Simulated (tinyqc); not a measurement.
Thin film between two gates, subbands and threshold shift from confinement: one step of the calculation.

Undoped body with a flat potential across it, hard walls, transport along x. One isotropic valley (g = 1, mx = my = mz = me). Non-parabolicity enters the subband edges through E (1 + al E) = gamma, so E = 2 gamma/(1 + sqrt(1 + 4 al gamma)); motion within a subband is taken as parabolic with the band-edge mass. Energies are counted from the bulk band edge.

Task. Lowest subbands. gamma = C (pi k/(t + dl))^2/mz, C = hbar^2/(2 m0). List the 3 lowest, labelled by quantum numbers, with degeneracy g and N_k: N_k = g sqrt(mx my) m0 kB T/(pi hbar^2).

Inputs (values chosen for the exercise); masses close to those of In0.53Ga0.47As:
- T = 77 K (temperature)
- me = 0.0405 m0 (mass at the band edge)
- al = 1.1 1/eV (non-parabolicity)
- t = 5.1 nm (film thickness (along z))
- dl = 0.2 nm (widening of the box by penetration into the insulator)

Constants: q = 1.602176634e-19 C, kB = 1.380649e-23 J/K, hbar = 1.054571817e-34 J s, m0 = 9.1093837015e-31 kg, Vt = kB T/q, hbar^2/(2 m0) = 0.0380998212 eV nm^2. Results are converted to the units shown.

Wanted: E_k; g; N_k.

Result.

```
subband,E_k (eV),g,N_k (cm^-2)
1,0.2576,1,1.123e11
2,0.7323,1,1.123e11
3,1.252,1,1.123e11
```

Range of the model: Non-parabolicity also makes carriers heavier within each subband, which is left out, so densities of states are understated at high energy. Levels near or above 1 eV lie beyond real barriers and upper valleys; they are listed for the hard-wall model only.

tinyqc, about 0.03 s, one thread, Intel Xeon 2.30GHz (shared host): `OMP_NUM_THREADS=1 python tinyqc.py 2350070 2350071 out.jsonl`
